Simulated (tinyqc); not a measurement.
Width of the well: strained quantum well: band edges, subbands and transparency.

Growth on (001), barriers unstrained: tr(e) = e (2 - nu2), Z = b e (1 + nu2); Ec = Ev + Eg + ac tr(e), E_HH = Ev + av tr(e) + Z, E_LH = Ev + av tr(e) - Z (coupling to the split-off band left out).

Masses along z: me, 1/(g1 - 2 g2) for HH, 1/(g1 + 2 g2) for LH, likewise in the barrier; in the plane me, 1/(g1 + g2) for HH and 1/(g1 - g2) for LH (no mixing, which understates the hole masses away from k = 0). Level n solves k L + 2 atan[(k/m)/(kappa/mb)] = n pi, k = sqrt(m E/c), kappa = sqrt(mb (V - E)/c), c = hbar^2/2m0.

Transparency (Bernard-Duraffourg): Fc - Fv equals the lowest transition energy with n = p, n = sum m/(2 pi c) kB T ln(1 + exp((Fc - E)/kB T)) and p likewise over the listed subbands; c = hbar^2/2m0, 1/angstrom^2 = 1e16/cm^2.

Constants: hbar^2/2m0 = 3.80998211 eV angstrom^2; kB = 8.617333262e-05 eV/K; hc = 1239.841984 eV nm.

Inputs chosen for the exercise (near those of an InGaAs/InP well; shifted at random, so the results belong to these values and not to a real crystal): e = 0.0074 (strain in the plane); nu2 = 0.982 (2 C12/C11); Eg = 0.836 eV (unstrained gap of the well); Ev = -0.617 eV (its valence edge); ac = -6.27 eV; av = 1.09 eV (Ev moves by av tr(e)); b = -1.91 eV (shear potential); Egb = 1.352 eV (gap of the barrier); Evb = -0.94 eV (its valence edge); me = 0.0472 m0 (electron mass); g1 = 12.58 (gamma1); g2 = 4.83 (gamma2); meb = 0.08 m0; g1b = 5.08; g2b = 1.6; T = 300 K (temperature); Ls = (25, 35, 50, 65, 85, 110, 150) angstrom (widths).

All levels anew.

Results:

| L (angstrom) | wavelength (nm) | top hole | hh1 - lh1 (meV) | n_tr (1e12/cm^2) | share in top | n_tr/L (1e18/cm^3) |
|---|---|---|---|---|---|---|
| 25 | 1208 | hh1 | 49 | 0.460 | 0.70 | 1.84 |
| 35 | 1279 | hh1 | 29 | 0.516 | 0.54 | 1.48 |
| 50 | 1350 | hh1 | 8 | 0.616 | 0.36 | 1.23 |
| 65 | 1406 | lh1 | -7 | 0.649 | 0.71 | 1.00 |
| 85 | 1467 | lh1 | -20 | 0.632 | 0.77 | 0.74 |
| 110 | 1516 | lh1 | -30 | 0.638 | 0.79 | 0.58 |
| 150 | 1561 | lh1 | -39 | 0.691 | 0.75 | 0.46 |

The wavelength tunes by 354 nm. The sheet density at transparency changes from 0.46 to 0.69, the top hole subband holding 0.70 and 0.75 of the holes at the ends, while the volume density falls by a factor 4.0. Critical thickness and carrier escape are left out.

tinyqc: `OMP_NUM_THREADS=1 python tinyqc.py 1280794 1280795 out.jsonl`; about 0.02 s, one thread, shared Intel(R) Xeon(R) Processor @ 2.30GHz.
